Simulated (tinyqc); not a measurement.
# Ballistic Schottky-barrier transistor with a two-dimensional channel, WKB contacts: two studies

Source Fermi level 0, drain Fermi level -Vd. Far from the contacts Ec = pn - psi, and the gate moves psi one to one; the band edges relax as exp(-x/lam) from pn at the source and pn - Vd at the drain; Ev = Ec - Eg. A carrier of energy w inside the channel band meets at a contact a barrier of height D (the contact edge beyond the channel edge): T = 1 for w >= D, else exp(-S), S = 4 lam sqrt(m/C) [sqrt(D - w) - sqrt(w) arctan sqrt((D - w)/w)], C = hbar^2/(2 m0). The two contacts combine as Ts Td/(Ts + Td - Ts Td).

Inputs (values chosen for the exercise); channel values close to those of a tungsten diselenide layer: temperature T = 300 K; band gap Eg = 1.4 eV; barrier for electrons at both contacts pn = 0.9 eV; electron mass mn = 0.34 m0; hole mass mp = 0.42 m0; valleys or subbands g = 2; screening length at the contacts lam = 4.8 nm; drain bias Vd = 0.3 V; band shift psi of the channel by the gate ps = 0.79 V.

Constants: q = 1.602176634e-19 C, kB = 1.380649e-23 J/K, hbar = 1.054571817e-34 J s, h = 6.62607015e-34 J s, m0 = 9.1093837015e-31 kg, Vt = kB T/q, hbar^2/(2 m0) = 0.0380998212 eV nm^2. Results are converted to the units shown.

Each table varies one quantity; the others keep the values above.

## Effect of the drain bias on the off state

I/W = g (2 q^2/h) int T(w) [N(Es + w) - N(Ed + w)] dw with w the energy of motion along the channel, N(y) = (1/2 pi) sqrt(pi m kB T/C) Fm(-y/kB T), Fm(x) = (1/sqrt(pi)) int_0^infinity u^(-1/2)/(1 + exp(u - x)) du. Electrons: Ds = psi, Dd = psi - Vd, Es = Ec, Ed = Ec + Vd. Holes: Ds = -psi, Dd = Vd - psi, Es = -Ev, Ed = -Ev - Vd. The size of each current is taken; both flow from drain to source and add. The integrals are converged. For each Vd, psi is set to the minimum of I.

Effect of the drain bias on the off state:
```
Vd (V)  psi at the minimum (V)  smallest I (uA/um)
0.05                      0.38            2.41e-11
0.21                      0.50            1.42e-10
0.37                      0.61            7.17e-10
0.53                      0.73             3.95e-9
0.68                      0.83             2.10e-8
0.84                      0.95             1.33e-7
1                         1.06             8.91e-7
```

Read the table: what changes, and by how much?

The smallest current rises from 2.41e-11 to 8.91e-7 uA/um, 5.16 decades a volt between the last two rows, and the minimum moves by 0.71 V a volt over the table: a larger Vd lets holes enter from the drain while electrons still enter from the source.

## Effect of the screening length

Same model as above.

Result of one run:
```
lam (nm)  current of the electrons (uA/um)  share over the barriers (%)  |d psi/d log10| of this current (mV/decade)
2.6                               2.231e-6                     1.848e-5                                        97.18
```

What becomes of these results when the screening length at the contacts lam is changed from 2.6 to 5.9 nm, all else the same?

Result of the changed run:
```
lam (nm)  current of the electrons (uA/um)  share over the barriers (%)  |d psi/d log10| of this current (mV/decade)
5.9                               1.354e-9                      0.03045                                        177.4
```

The whole series:
```
lam (nm)  current of the electrons (uA/um)  share over the barriers (%)  |d psi/d log10| of this current (mV/decade)
0.5                                 0.1248                    3.305e-10                                        65.77
1.6                               1.711e-4                     2.411e-7                                        80.26
2.6                               2.231e-6                     1.848e-5                                        97.18
3.7                               7.746e-8                     5.324e-4                                        119.9
4.8                               7.342e-9                     0.005617                                        146.7
5.9                               1.354e-9                      0.03045                                        177.4
6.9                              4.313e-10                      0.09562                                        208.5
8                                1.652e-10                       0.2497                                        245.8
```

The current falls from 0.125 to 1.65e-10 uA/um, while the share over the barriers rises from 3.30e-10 to 0.250 %: the thermionic part does not depend on lam, and a thinner barrier adds tunnelling. The swing rises from 65.8 to 246 mV/decade.

Range of the model: No scattering, image-force lowering, channel charge or band-to-band tunnelling; parabolic kappa overstates S deep in the gap.

Computed by the program tinyqc: `OMP_NUM_THREADS=1 python tinyqc.py 2390132 2390133 out.jsonl`, one thread of a shared Intel Xeon 2.30GHz, about 0.4 s for the whole run.
